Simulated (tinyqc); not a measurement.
From results back to parameters: Koster-Slater impurity in an sp3s* host.

Problem. In the Koster-Slater model a defect shifts the s level of its site by Vs and the p levels by Vp; an A1 level solves 1/Vs = G_s(E) and a T2 level 1/Vp = G_p(E), E from the top of the valence band. A defect has an A1 level at E = 4.6177 eV, one of the energies of the table, and a T2 level at 0.6597 eV.

G(E) of the host (1/eV):
```
E (eV)         G_s         G_p
0.0000  -0.0040757   0.0487918
0.6597  -0.0082828   0.0292925
1.3193  -0.0128118   0.0169510
1.9790  -0.0179104   0.0065930
2.6387  -0.0239194  -0.0031524
3.2983  -0.0314098  -0.0132262
3.9580  -0.0415193  -0.0248308
4.6177  -0.0571753  -0.0406741
5.2773  -0.0955369  -0.0786549
```

Find: Vs, Vp.

Solution. Read G_s and G_p at the two energies and invert them. Vs is attractive and pulls its level down from the conduction bands. Vp is repulsive and pushes its level up from the valence bands.

Vs, Vp (eV): -17.5  34.1

Run: tinyqc, `OMP_NUM_THREADS=1 python tinyqc.py 1450852 1450853 out.jsonl`; Intel(R) Xeon(R) Processor @ 2.30GHz, one thread, shared host; about 0.01 s of CPU time with all checks.
